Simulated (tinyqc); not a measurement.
The 3-omega method: a line heater on a substrate with a thin film: one step, computed by the program tinyqc.

A current at angular frequency omega = 2 pi f heats the line at 2 omega with the amplitude P per length; the temperature swing Delta T at 2 omega gives a voltage at 3 omega. The substrate is taken as semi-infinite and isotropic, and the heat capacity of heater and film is left out.

Question. Temperature swing of the bare substrate. Delta T_s = (P/(pi kappa)) int_0^infinity (sin x/x)^2 / sqrt(x^2 + (q b)^2) dx with (q b)^2 = i |q b|^2, averaged over the heater width (12 Gauss-Legendre points on each of the pieces 0, 14 log-spaced edges from 1e-5 to 1, and multiples of pi to 40 pi; the tail adds 1/(4 (40 pi)^2)). For |q| b much below 1: Delta T_s = (P/(pi kappa)) [-ln(|q| b) + eta - i pi/4], eta = 3/2 - C_E = 0.92278, with Euler's C_E = 0.5772157.

Inputs (values chosen for the exercise, modelled on a silicon-germanium alloy on gallium oxide):

| quantity | value | unit |
|---|---|---|
| substrate conductivity kappa | 23.2 | W/(m K) |
| substrate heat capacity C | 3.24 | 1e6 J/(m^3 K) |
| heater half-width b | 9.9 | micrometre |
| power amplitude per length P | 6.2 | W/m |
| current frequency f | 160 | Hz |

|q| b = 0.1658932

Give: in-phase Delta T_s; out-of-phase Delta T_s; in-phase, narrow-line form; out-of-phase, narrow-line form.

Answer.

in-phase Delta T_s = 0.23161 K

out-of-phase Delta T_s = -0.065716 K

in-phase, narrow-line form = 0.23131 K

out-of-phase, narrow-line form = -0.066810 K

The narrow-line form misses the in-phase part by -0.13 % and the out-of-phase part by +1.7 % at |q| b = 0.166.
